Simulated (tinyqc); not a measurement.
Inductance and parasitic capacitance from two readings.

Problem. A loss-free coil L in parallel with C shows the apparent inductance L/(1 - w^2 L C), w = 2 pi f. Find L, C and the self-resonance 1/(2 pi sqrt(L C)).

apparent inductance at 4.6 and 10 GHz (nH): [1.2492291, 2.5260723]

Answer. The inverse of the reading is 1/L - w^2 C, a straight line in w^2.

L = 1.10 nH
C = 130 fF
self-resonance = 13.3 GHz

Computed by the program tinyqc: `OMP_NUM_THREADS=1 python tinyqc.py 2302080 2302081 out.jsonl`, one thread of a shared Intel Xeon 2.30GHz, about 0.01 s for the whole run.
